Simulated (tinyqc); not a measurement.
Worked calculation: binary melting diagram from solution models of liquid and solid. Computed by tinyqc, a small Python program that keeps every step. Command: `OMP_NUM_THREADS=1 python tinyqc.py 3017520 3017521 out.jsonl melt walk`. One thread of a shared host (Intel(R) Xeon(R) Processor @ 2.30GHz), about 0.01 s of CPU time with the checks. Intermediate numbers are printed to about 6 digits and carried at full precision; extremes and crossings named in words are read from the listed rows.

x is the fraction of B. In a phase with interaction L: mu_A = G_A + R T ln(1 - x) + L x^2, mu_B = G_B + R T ln x + L (1 - x)^2. Melting: G(liquid) - G(solid) = H (1 - T/T_m) for each pure component.

Inputs (values chosen for the exercise, for a model alloy): melting point T_A = 970 K; melting point T_B = 730 K; heat of melting H_A = 11.3 kJ/mol; heat of melting H_B = 5.48 kJ/mol; liquid interaction L_L = 4.5 kJ/mol; overall fraction x0 = 0.42.

Diagram: eutectic with pure solids.

Constants: R = 8.314462618 J/(mol K).

## The two liquidus branches

Liquid against pure solid A: T = (H_A + L_L x^2)/(H_A/T_A - R ln(1 - x)); against pure solid B: T = (H_B + L_L (1 - x)^2)/(H_B/T_B - R ln x). The higher branch is the stable one; a dash marks a branch without a positive root.

Liquidus temperatures (K):
```
x     branch A  branch B  first solid
0.05   936.675   294.349            A
0.15   876.969   375.048            A
0.30   800.887   438.711            A
0.45   734.724   483.617            A
0.60   670.544   527.476            A
0.75   596.798   582.017            A
0.90   485.318   659.083            B
0.97   380.693   706.698            B
```

## Eutectic point by bisection

Halve the interval 0.001 to 0.999 for the crossing, 44 times.

Bisection, first 12 steps:
```
step         x  branch A (K)  branch B (K)
1     0.500000       713.562       497.739
2     0.749500       597.080       581.805
3     0.874250       510.205       643.671
4     0.811875       558.579       610.332
5     0.780687       578.727       595.529
6     0.765094       588.099       588.539
7     0.757297       592.635       585.141
8     0.761195       590.379       586.832
9     0.763145       589.242       587.684
10    0.764119       588.671       588.111
11    0.764606       588.385       588.325
12    0.764850       588.242       588.432
```

eutectic composition x_E = 0.764665

eutectic temperature T_E = 588.351 K

T_E lies 142 K below the lower melting point, and x_E lies on the side of B, the lower-melting component.

## Freezing of the alloy x0

Primary solid forms at the higher branch; just above T_E its mole fraction is (x_E - x0)/x_E for A or (x0 - x_E)/(1 - x_E) for B, and the rest freezes as eutectic, with B making up x_E of it.

liquidus temperature = 747.518 K

fraction of primary solid = 0.450740

freezing range = 159.168 K

The primary solid is A.

## Effect of the liquid interaction

The crossing is found anew for each L_L.

Eutectic point:
```
L_L (kJ/mol)       x_E  T_E (K)
-6.6          0.648005  419.489
-4.4          0.660962  454.288
-2.2          0.677425  488.701
-1.1          0.687377  505.708
0.0           0.698748  522.537
2.0           0.723826  552.529
4.0           0.755618  581.382
```

T_E rises from 419 to 581 K, 15.3 K per kJ/mol on average: attraction in the liquid stabilises it and deepens the eutectic. As attraction grows x_E moves from 0.756 to 0.648, towards 1/2, where mixing gains most.

Checks made by the program: equal chemical potentials at the eutectic (relative difference below 1e-10).
